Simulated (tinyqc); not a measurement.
Inside a calculation. Method: Hubbard chain of 5 sites. Computed by tinyqc, a small Python program that keeps every step. Settings: hopping = 1.3, U = 2.4, mixing = 1, iteration cap = 72. Command: `OMP_NUM_THREADS=1 python tinyqc.py 28361 28362 out.jsonl` (the two numbers bound the seeds that draw the settings). One thread of a shared host (Intel(R) Xeon(R) Processor @ 2.60GHz), about 0.2 s of CPU time with the checks. Later iterations appear only in the table of the cycle.

## Mean-field iteration 1

one-body matrix (hopping and site energies) (eV):
```
         1        2        3        4        5
1   0.2600  -1.3000   0.0000   0.0000   0.0000
2  -1.3000   0.6800  -1.3000   0.0000   0.0000
3   0.0000  -1.3000   0.1300  -1.3000   0.0000
4   0.0000   0.0000  -1.3000   0.9400  -1.3000
5   0.0000   0.0000   0.0000  -1.3000   0.1100
```

U = 2.4000 eV

electrons, up and down: 3  2

mixing = 1

n(up) at the start (a guess, not normalised): 1 0.6500, 2 0.5500, 3 0.6500, 4 0.5500, 5 0.6500

n(down) at the start (a guess): 1 0.3500, 2 0.4500, 3 0.3500, 4 0.4500, 5 0.3500

H(up) = T + U n(down), H(down) = T + U n(up); fill the lowest levels; n(new) = n + mixing (n(out) - n); E = tr T (rho up + rho down) + U sum n_up n_down of the output.

levels, up (eV): -0.8599  0.0835  1.0086  2.8257  3.7421

levels, down (eV): -0.3458  0.6206  1.7275  3.2518  4.1859

energy = -2.2859 eV

n(up) after iteration 1: 1 0.7367, 2 0.3950, 3 0.7362, 4 0.3505, 5 0.7816

n(down) after iteration 1: 1 0.3363, 2 0.4631, 3 0.3699, 4 0.4160, 5 0.4146

## Mean-field iteration 2

As before.

levels, up (eV): -0.8382  0.1193  1.0637  2.8303  3.7449

levels, down (eV): -0.4379  0.5477  1.9700  3.1644  4.0758

energy = -2.3481 eV

n(up) after iteration 2: 1 0.7488, 2 0.3914, 3 0.7312, 4 0.3753, 5 0.7534

n(down) after iteration 2: 1 0.2846, 2 0.5536, 3 0.3260, 4 0.5291, 5 0.3066

## Convergence

Each step fills the lowest levels of T + U n(other spin) and sets n(new) = n + mixing (n(out) - n); stop when output and input agree to 1e-8.

Course of the cycle:
```
iteration     E (eV)  largest |n(out) - n(in)|  mean |n_up - n_down|
1          -2.285888                  2.00e-01                0.2535
2          -2.348065                  1.13e-01                0.3264
3          -2.369146                  6.04e-02                0.3636
4          -2.375913                  3.73e-02                0.3870
5          -2.377931                  1.82e-02                0.3980
6          -2.378512                  1.09e-02                0.4048
7          -2.378675                  5.12e-03                0.4078
8          -2.378720                  3.04e-03                0.4097
9          -2.378733                  1.41e-03                0.4106
10         -2.378736                  8.33e-04                0.4111
11         -2.378737                  3.84e-04                0.4113
...              ...                       ...                   ...
18         -2.378737                  4.58e-06                0.4116
19         -2.378737                  2.11e-06                0.4116
20         -2.378737                  1.25e-06                0.4116
21         -2.378737                  5.73e-07                0.4116
22         -2.378737                  3.40e-07                0.4116
23         -2.378737                  1.56e-07                0.4116
24         -2.378737                  9.25e-08                0.4116
25         -2.378737                  4.26e-08                0.4116
26         -2.378737                  2.52e-08                0.4116
27         -2.378737                  1.16e-08                0.4116
28         -2.378737                  6.87e-09                0.4116
```

local moments n_up - n_down: 1 0.5515, 2 -0.2701, 3 0.4440, 4 -0.2590, 5 0.5336

Converged in 28 iterations. Before convergence this energy mixes input and output and is not variational, so it may rise towards its limit.

## Exact diagonalisation (100 states)

Lowest levels of the sector, and the double occupancy of the lowest state.

lowest levels (eV): -2.7188  -1.6967  -0.9067  -0.9004  -0.5748  -0.1779

double occupancy per site = 0.1594

The mean-field solution above lies 0.3401 eV above the exact energy.

## The lowest level by Lanczos steps

From a random start vector (not printed): a_j = <q_j|H|q_j>, b_j = norm of the remainder after orthogonalising; the Ritz value is the lowest eigenvalue of the tridiagonal matrix of a and b so far.

Lanczos:
```
j   a_j (eV)  b_j (eV)  lowest Ritz value (eV)
1     2.6789    4.1308                2.678945
2     3.1542    3.8303               -1.221052
3     4.8379    3.6736               -2.314329
4     5.9351    3.8319               -2.592049
5     5.5758    3.6389               -2.678320
6     5.3389    3.3460               -2.707363
7     5.4924    3.4877               -2.715717
8     6.0270    3.7450               -2.718035
9     7.0631    3.2686               -2.718649
10    5.4092    3.0012               -2.718774
```
